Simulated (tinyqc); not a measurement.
Resistance of a source-drain extension with a graded tip: one step of the calculation.

y runs along the channel, the gate covers y > 0. The doping is N0 for y < y0 and N0 10^(-(y - y0)/la) beyond, uniform over the depth xj. Sheet conductance s(y) = q mu(N) max(N - Nch, 0) xj + (for y > 0) ma Cox Vo, with mu(N) = u0 + (u1 - u0)/(1 + (N/Nr)^au) and Cox = eps0 eox/tox. Current is taken as one-dimensional; depletion of the tip, spreading and the contact are left out. The metallurgical junction lies at yj, where N = Nch.

Question. Resistance of the overlapped part. Midpoint rule on 9 equal steps from 0 to yj: R_ov = sum h/s(y), per width.

Parameters, values chosen for the exercise; mobility law close to that of holes in silicon: relative permittivity of the gate insulator (close to silicon dioxide) eox = 3.9; insulator thickness tox = 2.7 nm; active doping of the extension far from the gate N0 = 1e20 cm^-3; lateral abruptness la = 3.3 nm/decade; position under the gate where the fall begins (gate edge at 0) y0 = 3.2 nm; depth of the extension xj = 17 nm; channel doping Nch = 1.4e18 cm^-3; gate overdrive Vo = 0.68 V; mobility of the gate-induced layer ma = 60 cm^2/(V s); mobility at low doping u1 = 470.5 cm^2/(V s); mobility at high doping u0 = 44.9 cm^2/(V s); reference doping Nr = 2.23e17 cm^-3; exponent au = 0.719.

Constants: q = 1.602176634e-19 C, eps0 = 8.8541878128e-14 F/cm where lengths are in cm. Results are converted to the units shown.

Find: y; N; doped conductance; sheet resistance; R_ov.

Answer.

y, point 0 to 8 (nm): [0.51765, 1.5530, 2.5883, 3.6236, 4.6589, 5.6942, 6.7295, 7.7648, 8.8001]
N, point 0 to 8 (cm^-3): [1.0000e20, 1.0000e20, 1.0000e20, 7.4412e19, 3.6134e19, 1.7546e19, 8.5203e18, 4.1374e18, 2.0091e18]
doped conductance, point 0 to 8 (uS): [1345.8, 1345.8, 1345.8, 1020.7, 525.97, 275.20, 143.12, 68.096, 19.502]
sheet resistance, point 0 to 8 (ohm/square): [715.31, 715.31, 715.31, 932.04, 1729.7, 3054.5, 5120.2, 8314.1, 13950]
R_ov = 36.491 ohm um

tinyqc, about 0.04 s, one thread, Intel Xeon 2.30GHz (shared host): `OMP_NUM_THREADS=1 python tinyqc.py 2282072 2282073 out.jsonl`
